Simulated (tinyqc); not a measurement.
Sharp and graded interfaces: valley splitting in a one-orbital chain of atomic planes (second-neighbour model).

Each (001) plane carries one orbital with energy e0, hopping v to the next plane and u to the second: E(phi) = e0 + 2 v cos(phi) + 2 u cos(2 phi), where phi = pi - k a/4 (the sign of every second orbital is chosen so that v > 0, which shifts the phase by pi). The minimum lies at cos(phi0) = -v/(4u), phi0 = pi - (pi/2) k0 for a valley at k0 (2 pi/a), and e0 puts it at zero. A slab of N planes has hard walls: the matrix simply ends.

A well of Nw planes between barriers of 40 planes each (as of a SiGe alloy, taken as an offset alone). With x = j - 39.5 for plane j = 0, 1, ..., the potential is V0 (f(x) + f(Nw - x)) + F (j - 40) a/4, f(y) = 1/(1 + exp(y/L)), a step for L = 0; L is in planes, 4 L is about the distance over which f goes from 0.88 to 0.12, and 1 MV/m = 1e-4 V/angstrom.

Parameters, chosen for this exercise (near those of the Delta valleys of silicon; abrupt walls in this chain split the valleys several times more than measured wells; shifted at random, so the results belong to these values and not to a real crystal):

| symbol | value | unit | meaning |
|---|---|---|---|
| a | 5.438 | angstrom | lattice constant; planes lie a/4 apart |
| V0 | 0.3 | eV | barrier height |
| F | 5 | MV/m | field |
| Nw | 75 |  | planes in the well |

u = 0.594593 eV
v = 0.551586 eV
e0 = 1.317108 eV

The lowest doublet for several interface widths L.

Doublet:

| L (planes) | 4 L (angstrom) | mean level (meV) | splitting (micro-eV) |
|---|---|---|---|
| 0.00 | 0.00 | 21.33 | 699.24 |
| 0.25 | 1.36 | 21.43 | 345.21 |
| 0.50 | 2.72 | 21.59 | 58.54 |
| 0.75 | 4.08 | 21.79 | 10.94 |
| 1.00 | 5.44 | 22.04 | 2.02 |
| 1.50 | 8.16 | 22.68 | 0.05 |
| 2.00 | 10.88 | 23.45 | 0.00 |

The mean level moves by +2.1 meV over the table, while the splitting falls from 699.2 micro-eV at a step to 2.02 at L = 1 plane, a factor 346. Coupling the valleys needs the Fourier component of the potential at twice the valley wave vector, a period of a few planes, and grading removes it. Random alloy disorder, left out here, sets the splitting once this part is gone.

(tinyqc, `OMP_NUM_THREADS=1 python tinyqc.py 1452891 1452892 out.jsonl`, Intel(R) Xeon(R) Processor @ 2.30GHz, 1 thread, shared host, about 0.01 s.)
